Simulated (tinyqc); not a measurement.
Floating body of a partially depleted SOI transistor: body voltage and kink: two steps of the calculation.

Source at 0 V. Channel current Ic = 2 nf K Vt^2 [F(0) - F(Vd)](1 + la Vd), F(V) = ln^2(1 + exp((Vg - VT - nf V)/(2 nf Vt))), VT = VT0 - gb Vb. Saturation voltage Vs = 2 Vt sqrt(F(0)) + 3 Vt, excess Ve = (Vd - Vs + sqrt((Vd - Vs)^2 + 0.0004 V^2))/2, multiplication M1 = Ai Ve exp(-Bl/Ve). Each junction passes D(v) = J1 (exp(v/Vt) - 1) + J2 (exp(v/(2 Vt)) - 1). Bipolar current Ib = bb J1 (exp(Vb/Vt) - 1). The body settles where M1 (Ic + Ib) = D(Vb) + D(Vb - Vd) + Vb/Rb; drain current Id = (1 + M1)(Ic + Ib) - D(Vb - Vd).

Inputs (values chosen for the exercise); values of the order met in partially depleted silicon-on-insulator transistors: temperature T = 300 K; threshold at zero body voltage VT0 = 0.52 V; fall of the threshold per volt of body voltage gb = 0.18; slope factor nf = 1.34; gain factor per width K = 170 uA/(V^2 um); channel-length modulation factor la = 0.05 1/V; impact-ionisation prefactor Ai = 2.11 1/V; impact-ionisation voltage Bl = 4.8 V; diffusion saturation current of each junction J1 = 1.1e-12 uA/um; recombination saturation current of each junction J2 = 1.2e-9 uA/um; gain of the lateral bipolar transistor on the diffusion current bb = 0; resistance of a weak body tie to the source (1e9 stands for no tie, and the term is then dropped) Rb = 30000 kohm um; gate voltage Vg = 0.85 V; drain voltage Vd = 2.1 V.

Constants: q = 1.602176634e-19 C, kB = 1.380649e-23 J/K, Vt = kB T/q. Results are converted to the units shown.

Task 1. New Vb. Current into the body I_in = M1 (Ic + Ib) - D(Vb - Vd), current out I_out = D(Vb) + Vb/Rb; f = ln(I_in/I_out), s = df/dVb by central differences over 1e-5 V, Vb(new) = Vb - f/s.

Vb after iteration 1 = 0.74061647 V

Wanted: Ic; Ve; M1; I_in; I_out; f; s; Vb after iteration 2.

Result 1.

Ic = 15.05 uA/um
Ve = 1.677 V
M1 = 0.2020
I_in = 3.041 uA/um
I_out = 3.069 uA/um
f = -0.009145
s = -37.90 1/V
Vb after iteration 2 = 0.7404 V

Task 2. Drain current with floating and with grounded body. Id and VT at the converged Vb, Id at Vb = 0, their ratio, and the bipolar share Ib/(Ic + Ib).

converged Vb = 0.74037517 V

Find: VT; Id, floating; Id, grounded; ratio; bipolar share.

Result 2.

VT = 0.38673 V
Id, floating = 18.090 uA/um
Id, grounded = 9.5836 uA/um
ratio = 1.8875
bipolar share = 0.0000 %

The body rises to 0.740 V and lowers the threshold by 133 mV.

Range of the model: The multiplication law is an empirical form chosen for the exercise; self-heating and capacitive coupling to the body are left out, and the linear laws are rough once Vb passes about 0.7 V or M1 about 0.1.

Program tinyqc, `OMP_NUM_THREADS=1 python tinyqc.py 2182007 2182008 out.jsonl`; Intel Xeon 2.30GHz, shared host, one thread, about 0.2 s.
